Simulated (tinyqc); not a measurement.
Nucleation and growth against temperature: classical nucleation, growth and JMAK kinetics of crystallisation from a melt or glass. Computed by tinyqc, a small Python program. Command: `OMP_NUM_THREADS=1 python tinyqc.py 3002414 3002415 out.jsonl nucl walk`. One thread of a shared host (Intel(R) Xeon(R) Processor @ 2.30GHz), about 0.01 s of CPU time with the checks.

A spherical nucleus cap on a flat wall with a sharp interface of isotropic energy gamma; lambda = Omega^(1/3) is the jump distance.

Inputs (values chosen for the exercise, for a model substance):
```
quantity                        value        unit
melting point T_m                1500           K
heat of melting per volume H     1400      J/cm^3
interface energy gamma          0.158       J/m^2
atomic volume Omega              21.4  angstrom^3
diffusion prefactor D0        2.9e-06       m^2/s
activation energy Q              1.89          eV
contact angle theta                90     degrees
wall area per volume S_v      1.4e+07         1/m
```

Nucleation: on a flat wall. Driving force: Thompson-Spaepen.

Constants: k_B = 1.380649e-23 J/K; k_B = 8.617333262e-05 eV/K.

Method:
- Driving force per volume: dG = H [(T_m - T)/T_m] [2 T/(T_m + T)].
- Shape factor f = (2 + cos theta)(1 - cos theta)^2/4.
- W(r) = f [4 pi r^2 gamma - (4/3) pi r^3 dG]; r* = 2 gamma/dG; W* = f 16 pi gamma^3/(3 dG^2); n* = f (4/3) pi r*^3/Omega.
- D = D0 exp(-Q/(k_B T)); attachment rate k+ = (A*/lambda^2) D/lambda^2 with A* = 2 pi r*^2 (1 - cos theta); Zeldovich factor Z = sqrt(W*/(3 pi k_B T))/n*; sites per volume N = S_v/lambda^2; I = N Z k+ exp(-W*/(k_B T)); lag time = 1/(4 pi Z^2 k+).
- Growth (Wilson-Frenkel): u = (D/lambda) [1 - exp(-dG Omega/(k_B T))].
- JMAK with steady nucleation and growth, nuclei spread at random: extended fraction X_e = (pi/3) I u^3 t^4, X = 1 - exp(-X_e); t_X = [-3 ln(1 - X)/(pi I u^3)]^(1/4); final grains per volume = Gamma(5/4) (3/pi)^(1/4) (I/u)^(3/4), Gamma(5/4) = 0.9064024771.
- Grain size = (grains per volume)^(-1/3). Rows are kept where W*/(k_B T) < 70.

Rates:
```
T (K)  W*/(k_B T)  I (1/(m^3 s))     u (m/s)   t_0.5 (s)  grain size (micrometre)
750        14.653     9.0438e+20  1.2890e-09  2.4179e+01               3.5840e-02
825        14.513     1.4165e+22  1.6897e-08  1.7641e+00               3.4281e-02
900        15.075     7.0818e+22  1.4031e-07  2.4118e-01               3.8916e-02
975        16.470     1.0995e+23  8.1473e-07  5.7761e-02               5.4119e-02
1050       19.053     3.9917e+22  3.5419e-06  2.4716e-02               1.0067e-01
1125       23.638     1.5836e+21  1.2071e-05  2.2080e-02               3.0649e-01
1200       32.197     9.9478e+17  3.3151e-05  6.5373e-02               2.4922e+00
1275       50.408     3.4859e+10  7.3887e-05  2.6194e+00               2.2257e+02
```

What does the comparison show, and why?

Among these rows I peaks at 975 K, u at 1275 K and the change is fastest at 1125 K, between the two. Growth has no barrier W*, so it peaks nearer T_m than nucleation. The grain size goes as (u/I)^(1/4), from 0.036 micrometre at the lowest T to 220 at the highest.

Extremes, crossings and ranges named in words are read from the listed rows.
